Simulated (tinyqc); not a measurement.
Inside a calculation. Method: Hubbard chain of 4 sites. One step of it, computed by the program tinyqc.

Task: Mean-field iteration 2. H(up) = T + U n(down), H(down) = T + U n(up); fill the lowest levels; n(new) = n + mixing (n(out) - n); E = tr T (rho up + rho down) + U sum n_up n_down of the output.

one-body matrix (hopping and site energies) (eV), order 1, 2, 3, 4:
$$\begin{pmatrix}
0.120000 & -0.770000 & 0.000000 & 0.000000 \\
-0.770000 & 0.120000 & -0.770000 & 0.000000 \\
0.000000 & -0.770000 & 0.710000 & -0.770000 \\
0.000000 & 0.000000 & -0.770000 & 0.760000
\end{pmatrix}$$

U = 9.700000 eV

electrons, up and down: [2, 2]

mixing = 0.200000

n(up) after iteration 1: 1 0.836842, 2 0.166839, 3 0.833211, 4 0.163108

n(down) after iteration 1: 1 0.163196, 2 0.834278, 3 0.165774, 4 0.836751

Give: levels, up; levels, down; energy; n(up) after iteration 2; n(down) after iteration 2.

Result:

levels, up (eV): [1.599, 2.150, 8.383, 8.979]

levels, down (eV): [1.558, 2.263, 8.315, 8.974]

energy = 1.410 eV

n(up) after iteration 2: 1 0.867, 2 0.139, 3 0.861, 4 0.133

n(down) after iteration 2: 1 0.133, 2 0.863, 3 0.137, 4 0.867
